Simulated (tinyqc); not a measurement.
Vertical double-diffused power MOSFET, components of the on-resistance: one step of the calculation.

Stripe cells of pitch Wp + a, two channels a cell. Current flows through the channels, spreads in the accumulation layer, passes the gap between the p bodies and spreads at 45 degrees into the drift layer below them. Low drain voltage, full ionisation.

Question. Components of the on-resistance. Pitch p = Wp + a, Cox = 3.9 eps0/tox; zero-bias depletion in the gap w0 = sqrt(2 eps0 eps_r Vbi/(q N Nj)), open gap g = a - 2 w0; R_ch = Lc p/(2 mch Cox Vov); R_acc = 0.6 a p/(4 mac Cox Vov), 0.6 being an empirical factor for current leaving the layer along its length; R_gap = (rho/Nj) xp p/g; spreading depth t = min(W, (p - g)/2); R_drift = (rho p/2) ln((g + 2 t)/g) + rho (W - t); R_on = the sum with Rs.

Parameters, values chosen for the exercise; bulk values close to those of silicon: relative permittivity eps_r = 11.7; gate oxide thickness (eps_r 3.9) tox = 35 nm; gate overdrive Vov = 9 V; channel mobility mch = 180 cm^2/(V s); accumulation-layer mobility mac = 590 cm^2/(V s); channel length Lc = 0.7 um; width of the p body in one cell, channels included Wp = 5.6 um; gap between neighbouring p bodies a = 1.6 um; depth of the p body xp = 0.8 um; doping of the gap over the drift doping Nj = 3; built-in voltage of the body junction Vbi = 0.736 V; substrate and contact resistance Rs = 0.31 mohm cm^2.

Constants: q = 1.602176634e-19 C, eps0 = 8.8541878128e-14 F/cm where lengths are in cm. Results are converted to the units shown.

N = 8.6500318e15 cm^-3
W = 2.9949796 um
mu = 888.97959 cm^2/(V s)
rho = 0.81167115 ohm cm

Find: w0; g; components; R_on; shares.

Answer.

w0 = 0.19151 um
g = 1.2170 um
components (mohm cm^2): channel 0.15767, accumulation 0.032984, gap 0.12806, drift 0.51973, substrate 0.31000
R_on = 1.1484 mohm cm^2
shares (%): channel 13.729, accumulation 2.872, gap 11.150, drift 45.256, substrate 26.993

The drift term is the largest. R_on is 4.72 times the ideal drift resistance, and spreading raises the drift term to 2.14 times it.

tinyqc, about 0.01 s, one thread, Intel Xeon 2.30GHz (shared host): `OMP_NUM_THREADS=1 python tinyqc.py 2230021 2230022 out.jsonl`
